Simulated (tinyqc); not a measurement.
# MOSFET in saturation, small-signal circuit and noise: several studies

Bias by the inversion coefficient IC = I/Ispec (charge-based model with velocity saturation; weak inversion below 0.1, strong above 10). Common-source circuit: gm, gds, Cgs, Cgd and Cj at the inner nodes, Rg in series with the gate; quasi-static, no source or drain resistance, no gate-body capacitance, no substrate network, no induced gate noise, so fmax is an upper estimate.

Parameters, values chosen for the exercise:

| symbol | value | unit | meaning |
|---|---|---|---|
| T | 400 | K | temperature |
| L | 90 | nm | gate length |
| W | 40 | um | total gate width |
| Cox | 0.76 | uF/cm^2 | gate capacitance |
| mu | 270 | cm^2/(V s) | mobility |
| n | 1.4 |  | slope factor |
| Ls | 15 | nm | velocity-saturation length |
| sg | 0.057 |  | ratio gds/gm |
| Cov | 0.2 | fF/um | overlap and fringe capacitance per side |
| Cj | 0.88 | fF/um | drain junction capacitance |
| Rsh | 10 | ohm | sheet resistance of the gate |
| Wf | 2 | um | finger width |
| Rc | 200 | ohm um | gate contact and vertical resistance |
| IC | 3.2 |  | inversion coefficient |
| gw | 0.1 |  | short-channel excess of the noise factor |
| Nt | 3.2e17 | cm^-3 eV^-1 | oxide trap density |
| lt | 0.1 | nm | tunnelling length into the oxide |
| ac | 0 | V s/C | Coulomb scattering coefficient |

Constants: q = 1.602176634e-19 C, kB = 1.380649e-23 J/K, Vt = kB T/q. Results are converted to the units shown.

Each table varies one quantity; the others keep the values above.

## Effect of the overlap and fringe capacitance per side on speed and noise

Ispec = 2 n mu Cox (W/L) Vt^2, lc = Ls/L, gms = [sqrt((lc IC + 1)^2 + 4 IC) - 1]/[2 + lc (lc IC + 1)], gm = gms Ispec/(n Vt), gds = sg gm. qs = [sqrt(1 + 4 IC) - 1]/2, Cgs = Cox W L qs (2 qs + 3)/(3 (qs + 1)^2) + Cov W, Cgd = Cov W, Cd = Cj W, Rg = Rsh (Wf/L)/(12 Nf) + Rc/W with Nf = W/Wf fingers (not rounded) contacted at both ends. fT = gm/(2 pi (Cgs + Cgd)), fmax = fT/(2 sqrt(Rg (gds + 2 pi fT Cgd))). Channel noise Sid = 4 kB T gam n gm with gam = (1/2 + (2/3) qs)/(1 + qs) + gw lc IC, qs = [sqrt(1 + 4 IC) - 1]/2, lc = Ls/L (the last term an empirical rise with velocity saturation); at the gate, white noise Sw = Sid/gm^2 + 4 kB T Rg. Number fluctuation with correlated mobility: S(f) = K/f, K = q^2 Vt lt Nt/(W L Cox^2) (1 + ac mu Cox I/gm)^2, Vt in eV with Nt per eV. Corner fc = K/Sw. IC is held fixed.

The same in every row: I (uA) = 970.89; Rg (ohm) = 5.9259; sqrt(Sw) (nV/Hz^0.5) = 1.6191; fc (MHz) = 51.942.

Effect of the overlap and fringe capacitance per side on speed and noise:
```
Cov (fF/um)	fT (GHz)	fmax (GHz)
0.05	76.698	417.56
0.15	51.887	216.84
0.25	39.205	148.95
0.35	31.504	113.84
0.45	26.332	92.246
0.55	22.619	77.580
0.65	19.824	66.956
```

What does the comparison show?

As Cov goes from 0.05 to 0.65 fF/um, fT falls from 76.7 to 19.8 GHz, fmax falls from 418 to 67.0 GHz, the white noise stays at 1.62 nV/Hz^0.5 and the corner stays at 51.9 MHz. For Cov = 0.05 to 0.15 fF/um fmax exceeds 4 fT, where channel resistance and substrate losses, left out here, would cap it.

## Gains against frequency

Inner admittances at w = 2 pi f: y11 = i w (Cgs + Cgd), y12 = -i w Cgd, y21 = gm - i w Cgd, y22 = gds + i w (Cgd + Cd). Invert to Z, add Rg to Z11 and invert back to Y. |h21| = |Y21/Y11|; U = |Y21 - Y12|^2/(4 [Re Y11 Re Y22 - Re Y12 Re Y21]). MSG = |Y21/Y12|; stability factor k = [2 Re Y11 Re Y22 - Re(Y12 Y21)]/|Y12 Y21|.

The same in every row: f sqrt(U) (GHz) = 176.4.

Results:
```
f (GHz)	|h21| (dB)	U (dB)	MSG (dB)	k
0.45	39.93	51.87	25.52	0.003965
0.84	34.51	46.44	22.81	0.007402
2.9	23.75	35.68	17.43	0.02555
5.5	18.20	30.12	14.65	0.04844
10	13.02	24.93	12.06	0.08795
19	7.484	19.35	9.295	0.1663
36	2.086	13.80	6.596	0.3095
```

Estimate the missing row, f = 1.6 GHz.

Computed row:
```
f (GHz)	|h21| (dB)	U (dB)	MSG (dB)	k
1.6	28.92	40.85	20.01	0.01410
```

With this row back in the table: Over the table |h21| falls by 19.9 dB a decade, U by 20.0 and MSG by 9.94. The product f sqrt(U) stays at 176 GHz, against fmax = 176 GHz from the formula. k stays below one in all rows, so the device is only conditionally stable.

## Effect of the total gate width on speed and noise

Same model as above.

Corner fc = K/Sw. IC is held fixed.

The same in every row: fT (GHz) = 44.66; fmax (GHz) = 176.4; fc (MHz) = 51.94.

Results:
```
W (um)	I (uA)	Rg (ohm)	sqrt(Sw) (nV/Hz^0.5)
2	48.54	118.5	7.241
4.3	104.4	55.12	4.938
9.3	225.7	25.49	3.358
20	485.4	11.85	2.290
43	1044	5.512	1.562
200	4854	1.185	0.7241
```

Estimate the missing row, W = 93 um.

Computed row:
```
W (um)	I (uA)	Rg (ohm)	sqrt(Sw) (nV/Hz^0.5)
93	2257	2.549	1.062
```

With this row back in the table: As W goes from 2 to 200 um, fT stays at 44.7 GHz, fmax stays at 176 GHz, the white noise falls from 7.24 to 0.724 nV/Hz^0.5 and the corner stays at 51.9 MHz. Current, gm and capacitances scale with W and Rg with 1/W, so the frequencies stay while both noise powers fall as 1/W.

## From weak to strong inversion

Same model as above.

The last column is the figure of merit (gm/I) fT.

From weak to strong inversion:
```
IC	I (uA)	gm/I (1/V)	fT (GHz)	fmax (GHz)	(gm/I) fT (THz/V)
0.01	3.034	20.50	0.6086	21.39	0.01248
0.03	9.102	20.09	1.735	36.07	0.03485
0.1	30.34	18.85	4.992	60.90	0.09410
0.3	91.02	16.43	11.35	91.02	0.1864
1	303.4	12.42	23.88	130.4	0.2966
3	910.2	8.519	43.21	173.6	0.3681
10	3034	4.971	77.16	230.2	0.3835
30	9102	2.646	118.0	283.7	0.3123
100	3.034e4	1.076	156.1	325.5	0.1681
```

What does the table show?

The efficiency gm/I falls from 20.5 to 1.08 1/V while fT rises from 0.609 to 156 GHz; fT goes as IC^(0.95) at the start and IC^(0.23) at the end (1/2 for a long channel, 0 at full velocity saturation, which sets in near IC = 1/lc^2 = 36.0). Their product goes from 0.0125 through a maximum of 0.384 (at IC = 10 among the rows listed) to 0.168 THz/V. For IC = 0.01 to 3 fmax exceeds 4 fT, where channel resistance and substrate losses, left out here, would cap it.

tinyqc, about 0.01 s, one thread, Intel Xeon 2.30GHz (shared host): `OMP_NUM_THREADS=1 python tinyqc.py 2150132 2150133 out.jsonl`
